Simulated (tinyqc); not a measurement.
Comparisons within one model: defect, radiative and Auger recombination at equal electron and hole densities (ABC model). A value that a table varies takes the place of the one given here.

J/(e d) = Ae n + B n^2 + C n^3 with Ae = A + 4 S/w (four side walls, carriers spread evenly), e = 1.602176634e-19 C, lengths in cm; internal efficiency IQE = B n^2/(Ae n + B n^2 + C n^3); all injected carriers recombine in the layer.

Parameters, chosen for this exercise (orders of magnitude like those quoted for GaN; the results hold for these values, not for the real material): A = 7600000 1/s (defect rate); B = 1.6e-12 cm^3/s (radiative coefficient); C = 1.5e-31 cm^6/s (Auger coefficient); S = 0 cm/s (recombination velocity of the side walls); w = 8.8 micrometre (side of the square mesa); d = 2.2 nm (active thickness); S2 = 4900 cm/s (recombination velocity of the side walls in this comparison); J = 80 A/cm^2 (current density).

## Efficiency against current

The slope is d ln(B n^2)/d ln J = 2 (Ae + B n + C n^2)/(Ae + 2 B n + 3 C n^2).

Results:
```
J (A/cm^2)  n (1/cm^3)      IQE  slope  differential lifetime (ns)
0.0070        2.60e+16  0.00544  1.989                         130
0.030         1.09e+17   0.0225  1.955                         126
0.10          3.47e+17   0.0679  1.865                         114
0.40          1.17e+18    0.194  1.618                        83.5
2.0           3.67e+18    0.379  1.220                        39.4
7.0           7.29e+18    0.428  0.993                        18.2
30            1.41e+19    0.376  0.843                        7.00
1.0e+02       2.30e+19    0.298  0.775                        3.14
4.0e+02       3.87e+19    0.211  0.731                        1.24
2.0e+03       6.87e+19    0.133  0.702                       0.425
```

How do the results move?

IQE peaks at 0.428 for J = 6.67 A/cm^2, where the slope passes 1. It is 0.00544 at the lowest current and 0.133 at the highest, a droop of 69 %. The slope runs from 1.99 to 0.70; its limits are 2 (defects alone), 1 (radiation alone) and 2/3 (Auger alone).

## Shrinking the mesa

S = S2; w takes the values listed.

Results:
```
w (micrometre)  Ae (1/s)  IQE_max  J at the peak (A/cm^2)  IQE at J
200             8.58e+06    0.414                    7.80     0.310
100             9.56e+06    0.401                    8.97     0.308
50              1.15e+07    0.378                    11.4     0.304
20              1.74e+07    0.331                    19.8     0.291
10              2.72e+07    0.284                    36.0     0.270
5               4.68e+07    0.232                    75.9     0.232
2               1.06e+08    0.167                     237     0.144
1               2.04e+08    0.126                     605    0.0667
```

What can be read from the table?

The walls equal the bulk defect rate at w = 4 S/A = 25.8 micrometre. From 200 to 1 micrometre the peak efficiency falls from 0.414 to 0.126 and moves to a current 77.6 times higher; at the fixed J the efficiency goes from 0.31 to 0.0667. For large w diffusion to the walls, left out here, would limit the loss.

## Spreading the carriers over a thicker layer

d is multiplied by the factor listed, at the same J.

Results:
```
factor  n (1/cm^3)  defect  radiative  Auger
0.10      4.97e+19  0.0166      0.174  0.810
0.20      3.87e+19  0.0259      0.211  0.763
0.50      2.75e+19  0.0460      0.267  0.687
1.0       2.11e+19  0.0705      0.313  0.617
2.0       1.59e+19   0.107      0.358  0.535
5.0       1.08e+19   0.180      0.408  0.412
10        7.79e+18   0.261      0.427  0.312
20        5.46e+18   0.365      0.420  0.215
```

What does this show, and why?

The best factor listed is 10 (IQE 0.4273); the optimum factor equals J/J_peak = 12, a layer of 26.4 nm, since only J/d matters and the peak value 0.428 does not depend on d. A thicker layer trades Auger loss (0.81 to 0.215) for defect loss (0.0166 to 0.365).

## What moves the efficiency

IQE_max = Q/(Q + 2) with Q = B/sqrt(Ae C), reached at n = sqrt(Ae/C). Each row changes one parameter from the base and keeps the others.

Results:
```
case                n (1/cm^3)     IQE  IQE_max  J at the peak (A/cm^2)
base                 2.106e+19  0.3125   0.4283                    6.67
A = 15200000 1/s     2.048e+19  0.2955   0.3463                    16.5
B = 2.4e-12 cm^3/s   1.985e+19  0.4166   0.5292                    8.10
C = 3e-31 cm^6/s     1.761e+19  0.2187   0.3463                    4.13
d = 4.4 nm           1.594e+19  0.3581   0.4283                    13.3
J = 240 A/cm^2       3.202e+19  0.2409   0.4283                    6.67
```

What can be read from the table?

The largest shifts from the base row, up to three for each result and ties (the steps differ in size, so this ranks the rows, not the parameters). n (1/cm^3): J +1.10e+19, d -5.12e+18, C -3.44e+18. IQE: B +0.104, C -0.0938, J -0.0716. IQE_max: B +0.101, A -0.0820, C -0.0820; unchanged at the printed digits by d and J. J at the peak (A/cm^2): A +9.83, d +6.67, C -2.55; unchanged at the printed digits by J.

(tinyqc, `OMP_NUM_THREADS=1 python tinyqc.py 1652782 1652783 out.jsonl`, Intel(R) Xeon(R) Processor @ 2.30GHz, 1 thread, shared host, about 0.01 s.)
